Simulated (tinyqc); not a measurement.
Inside a calculation. Model: space-charge-limited current through a thin insulating or semi-insulating film with traps. Computed by tinyqc, a small Python program that keeps every step. Command: `OMP_NUM_THREADS=1 python tinyqc.py 3028233 3028234 out.jsonl sclc walk`. One thread of a shared host (Intel(R) Xeon(R) Processor @ 2.30GHz), about 0.01 s of CPU time with the checks. Intermediate numbers are printed to about 6 digits and carried at full precision; extremes and crossings named in words are read from the listed rows.

One ohmic injecting contact at x = 0 (field zero), drift only, non-degenerate free carriers.

Inputs (values chosen for the exercise, modelled on Si3N4):
```
quantity                                            value        unit
permittivity eps                                      7.5           -
band mobility mu                                    0.098  cm^2/(V s)
effective density of states N_c                   9.2e+19      1/cm^3
trap density N_t                                  5.3e+18      1/cm^3
equilibrium Fermi level below the band edge, E_0     0.85          eV
thickness d                                            65          nm
free density at the anode, in units of N_c        3.3e-05           -
temperature T                                         350           K
trap level E_t below the band edge                   0.33          eV
```

Traps: single level.

Constants: k_B = 8.617333262e-05 eV/K; e = 1.602176634e-19 C; eps_0 = 8.8541878128e-12 F/m.

## Equilibrium and landmark voltages

Free density n_0 = N_c exp(-E_0/k_B T) in equilibrium; trapped density n_t(n) = N_t/(1 + n_1/n), n_1 = N_c exp(-E_t/k_B T). theta = n/(n + n_t) at the anode density; trap-filled-limit voltage V_TFL = e (N_t - n_t(n_0)) d^2/(2 eps eps_0).

n_0 = 5.30062e+07 1/cm^3

n_t(n_0) = 1.72427e+11 1/cm^3

theta = 8.79468e-04

V_TFL = 27.0130 V

## One point of the curve

J = e mu n F and (eps eps_0/e) dF/dx = n - n_0 + n_t(n) - n_t(n_0) = rho(n). With F = J/(e mu n): d = (eps eps_0 J/(e^2 mu)) I_1 and V = (eps eps_0 J^2/(e^3 mu^2)) I_2, I_k = int_(n_L)^infinity dn/(n^(k+1) rho(n)), n_L the density at the anode; with u = n_L/n, 200 Gauss-Legendre points in t, u = 1 - (1 - t)^2. Anode field J/(e mu n_L); Mott-Gurney current (9/8) eps eps_0 mu V^2/d^3; ohmic current e n_0 mu V/d.

I_1 = 7.85143e-35 cm^6

I_2 = 1.38778e-50 cm^9

current density J = 313.618 A/cm^2

voltage V = 22.9483 V

anode field over mean field V/d = 1.86349

trap-free Mott-Gurney current = 140394 A/cm^2

ohmic current = 2.93832e-06 A/cm^2

J is 0.00223 times the trap-free law and 1.07e8 times the ohmic current; theta is 8.79e-4. The field ratio is 1 for ohmic flow, 3/2 for the square law and 2 for a uniform fixed charge; here 1.86. Caution: the mean field exceeds 3 MV/cm, where field-assisted emission from traps and breakdown set in.

## The whole curve

The last column is d ln J/d ln V up to the next row.

Current against voltage:
```
n_L (1/cm^3)        V (V)   J (A/cm^2)    slope
5.60e+07      6.86519e-07  1.13568e-13   1.7107
5.80e+08      2.42686e-05  5.05967e-11   1.9821
6.10e+09      2.68408e-04  5.92822e-09   1.9984
6.40e+10      2.82882e-03  6.55962e-07   2.0003
6.70e+11      2.95997e-02  7.18724e-05   2.0049
7.00e+12      3.06291e-01  7.78524e-03   2.0509
7.30e+13      2.90222e+00  7.83760e-01   2.4765
7.70e+14      1.54000e+01  4.88816e+01   5.8182
8.00e+15      2.56752e+01  9.56617e+02  16.6120
8.40e+16      2.98402e+01  1.16226e+04   6.2711
8.80e+17      4.57570e+01  1.69654e+05   2.7426
9.20e+18      1.64910e+02  5.70944e+06        -
```

The slope starts at 1.71, peaks at 16.6 between 25.7 and 29.8 V and ends at 2.74. Rows below 0.30 V (10 k_B T/e) are formal, since diffusion from the contact rules there. Self-heating is left out, although J V exceeds 1e5 W/cm^2 at the last row. Rows above 19.5 V are formal, since the mean field exceeds 3 MV/cm and breakdown sets in. The steep part is the filling of the level near V_TFL = 27.0 V, from which N_t can be read; below it a slope near 2, where the rows show one, belongs to the square law scaled by theta.

Checks made by the program: trap-free limit against the Mott-Gurney law (relative difference 5e-08).
